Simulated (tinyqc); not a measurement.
## Ballistic Schottky-barrier transistor with a two-dimensional channel, WKB contacts: ambipolar transfer curve

Source Fermi level 0, drain Fermi level -Vd. Far from the contacts Ec = pn - psi, and the gate moves psi one to one; the band edges relax as exp(-x/lam) from pn at the source and pn - Vd at the drain; Ev = Ec - Eg. A carrier of energy w inside the channel band meets at a contact a barrier of height D (the contact edge beyond the channel edge): T = 1 for w >= D, else exp(-S), S = 4 lam sqrt(m/C) [sqrt(D - w) - sqrt(w) arctan sqrt((D - w)/w)], C = hbar^2/(2 m0). The two contacts combine as Ts Td/(Ts + Td - Ts Td).

I/W = g (2 q^2/h) int T(w) [N(Es + w) - N(Ed + w)] dw with w the energy of motion along the channel, N(y) = (1/2 pi) sqrt(pi m kB T/C) Fm(-y/kB T), Fm(x) = (1/sqrt(pi)) int_0^infinity u^(-1/2)/(1 + exp(u - x)) du. Electrons: Ds = psi, Dd = psi - Vd, Es = Ec, Ed = Ec + Vd. Holes: Ds = -psi, Dd = Vd - psi, Es = -Ev, Ed = -Ev - Vd. The size of each current is taken; both flow from drain to source and add. The integrals are converged. Swing = d(psi)/d(log10 I).

Inputs (values chosen for the exercise); channel values close to those of a tungsten diselenide layer: temperature T = 300 K; band gap Eg = 1.4 eV; barrier for electrons at both contacts pn = 0.53 eV; electron mass mn = 0.36 m0; hole mass mp = 0.4 m0; valleys or subbands g = 2; screening length at the contacts lam = 4.1 nm; drain bias Vd = 0.5 V.

Constants: q = 1.602176634e-19 C, kB = 1.380649e-23 J/K, hbar = 1.054571817e-34 J s, h = 6.62607015e-34 J s, m0 = 9.1093837015e-31 kg, Vt = kB T/q, hbar^2/(2 m0) = 0.0380998212 eV nm^2. Results are converted to the units shown.

Results:
```
ps (V),electrons (uA/um),holes (uA/um),I (uA/um),swing (mV/decade)
-0.7,1.213e-18,7.121e-5,7.121e-5,-134.8
-0.57,1.853e-16,7.018e-6,7.018e-6,-126.2
-0.45,1.922e-14,7.957e-7,7.957e-7,-128.8
-0.32,2.935e-12,8.243e-8,8.243e-8,-135.7
-0.07,4.650e-8,1.536e-9,4.804e-8,62.28
0.05,1.390e-6,2.799e-10,1.391e-6,205.4
0.18,5.706e-6,5.282e-11,5.706e-6,206.6
0.3,2.343e-5,1.339e-11,2.343e-5,184.9
0.43,1.308e-4,3.444e-12,1.308e-4,164.6
0.55,7.579e-4,2.064e-13,7.579e-4,150.8
0.68,0.005843,1.351e-15,0.005843,144.9
```

Estimate the missing row, ps = -0.2 V.

Computed row:
```
ps (V),electrons (uA/um),holes (uA/um),I (uA/um),swing (mV/decade)
-0.2,3.045e-10,1.139e-8,1.169e-8,-158.0
```

With this row back in the table: I goes from 7.12e-5 through a minimum of 1.17e-8 (at ps = -0.2 V among the rows listed) to 0.00584 uA/um; the exact minimum lies at psi = -0.150 V. Holes carry the left branch and electrons the right. The ratio of the last row to the smallest is 5.00e5 and of the first row 6090, with barriers of 0.53 eV for electrons and 0.870 eV for holes. The steepest swing among the rows is 62.3 mV/decade, against the thermionic limit 59.5.

Range of the model: No scattering, image-force lowering, channel charge or band-to-band tunnelling; parabolic kappa overstates S deep in the gap.

Program tinyqc, `OMP_NUM_THREADS=1 python tinyqc.py 2390046 2390047 out.jsonl`; Intel Xeon 2.30GHz, shared host, one thread, about 0.5 s.
